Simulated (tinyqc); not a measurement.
Changing the T over T_c: two-sublattice mean-field magnet: ferrimagnet, compensation points and susceptibility. Computed by tinyqc, a small Python program. Command: `OMP_NUM_THREADS=1 python tinyqc.py 3020410 3020411 out.jsonl ferri sweep`. One thread of a shared host (Intel(R) Xeon(R) Processor @ 2.30GHz), about 0.02 s of CPU time with the checks.

A random alloy A(1-x)B(x) with H = -sum over pairs J S_i.S_j. a = <S_A> and b = <S_B> are taken along z, a > 0. Exchange fields: h_A = (1 - x) zJ_AA a + x zJ_AB b, h_B = (1 - x) zJ_AB a + x zJ_BB b; a = S_A B_(S_A)(S_A h_A/(k_B T)) and likewise for b, with the Brillouin function B_S(y) = [(2S + 1)/(2S)] coth[(2S + 1) y/(2S)] - [1/(2S)] coth[y/(2S)].

Inputs (values chosen for the exercise, for a model ferrimagnet):
```
quantity                 value  unit
spin S_A                   1.5     -
spin S_B                   2.5     -
g factor g_A               2.1     -
g factor g_B                 2     -
fraction x of B sites     0.22     -
z J_AA                    32.7   meV
z J_BB                     1.7   meV
z J_AB                      -8   meV
largest number of steps   3000     -
```

Constants: k_B = 8.617333262e-05 eV/K.

Method:
- Linearised, T (a, b) = M (a, b) with M_ij = S_i (S_i + 1) c_j zJ_ij/(3 k_B), c_A = 1 - x, c_B = x. T_c is the larger eigenvalue, and its eigenvector gives b/a at onset, (T_c - M_AA)/M_AB.
- Repeat from a = S_A, b = -S_B until a and b change by less than 1e-10.
- Net moment m = (1 - x) g_A a + x g_B b in mu_B per site; net spin s = (1 - x) a + x b. At T = 0, a = S_A and b = -S_B. Effective g = m/s.

One run for each value:
```
T over T_c  net moment m (mu_B)  net spin s       a        b
0.10                     1.3777     0.63036  1.5000  -2.4529
0.21                     1.4856     0.68437  1.4976  -2.1990
0.31                     1.5876     0.73602  1.4815  -1.9069
0.42                     1.6567     0.77229  1.4377  -1.5870
0.52                     1.6646     0.77883  1.3710  -1.3207
0.62                     1.6122     0.75638  1.2744  -1.0804
0.73                     1.4724     0.69238  1.1237  -0.8370
0.83                     1.2451     0.58643  0.9266  -0.6198
0.94                     0.7871     0.37120  0.5729  -0.3438
```

Over the rows, net moment m (mu_B) goes from 1.38 through a maximum among these rows, 1.66 at 0.520, to 0.787; net spin s goes from 0.630 through a maximum among these rows, 0.779 at 0.520, to 0.371; a falls from 1.50 to 0.573 (exponent d ln y / d ln x -0.0021 between the first rows and -3.9 between the last).

Extremes, crossings and ranges named in words are read from the listed rows.
